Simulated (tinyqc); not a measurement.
Quantum limit of the contact resistance of a two-dimensional channel: one step of the calculation.

Parabolic band with gv valleys, C = hbar^2/(2 m0), eta = (EF - Ec)/(kB T). Landauer picture: each mode conducts 2 q^2/h, and the contacts and the channel add incoherently in series, 1/Tt - 1 = 2 (1/tc - 1) + L/lam for the total transmission Tt.

Problem. Fermi level and modes. n = N ln(1 + exp(eta)), N = gv m kB T/(2 pi C); modes per width M = gv sqrt(m kB T/C) Fm(eta)/(2 sqrt(pi)), Fm(x) = (1/sqrt(pi)) int_0^infinity u^(-1/2)/(1 + exp(u - x)) du; at zero temperature M0 = gv kF/pi, kF = sqrt(2 pi n/gv). kB T in eV.

Parameters, values chosen for the exercise: temperature T = 300 K; mass m = 0.5 m0; valleys gv = 2; carrier density n = 1.5e12 cm^-2.

Constants: q = 1.602176634e-19 C, kB = 1.380649e-23 J/K, hbar = 1.054571817e-34 J s, m0 = 9.1093837015e-31 kg, Vt = kB T/q, hbar^2/(2 m0) = 0.0380998212 eV nm^2. Results are converted to the units shown.

Find: N; eta; M; M0.

Solution.

N = 1.0799e13 cm^-2
eta = -1.9038
M = 44.364 1/um
M0 = 138.20 1/um

The zero-temperature count is 3.12 times the thermal one.

Computed by the program tinyqc: `OMP_NUM_THREADS=1 python tinyqc.py 2760014 2760015 out.jsonl`, one thread of a shared Intel Xeon 2.30GHz, about 0.01 s for the whole run.
